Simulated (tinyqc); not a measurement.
The 3-omega method: a line heater on a substrate with a thin film: one step, computed by the program tinyqc.

A current at angular frequency omega = 2 pi f heats the line at 2 omega with the amplitude P per length; the temperature swing Delta T at 2 omega gives a voltage at 3 omega. The substrate is taken as semi-infinite and isotropic, and the heat capacity of heater and film is left out.

Task: Penetration depth. D = kappa/C; q = sqrt(2 i omega/D); penetration depth 1/|q| = sqrt(D/(2 omega)).

Inputs (values chosen for the exercise, modelled on hafnia on germanium):
```
quantity,value,unit
substrate conductivity kappa,58.5,W/(m K)
substrate heat capacity C,1.74,1e6 J/(m^3 K)
heater half-width b,5.5,micrometre
current frequency f,28,Hz
substrate thickness d_s,725,micrometre
```

Give: diffusivity D; penetration depth; |q| b; penetration depth / d_s.

Result:

diffusivity D = 33.621 mm^2/s

penetration depth = 309.11 micrometre

|q| b = 0.017793

penetration depth / d_s = 0.42636

Caution: the penetration depth exceeds a fifth of the substrate thickness, so the back face is felt and the semi-infinite formula fails.
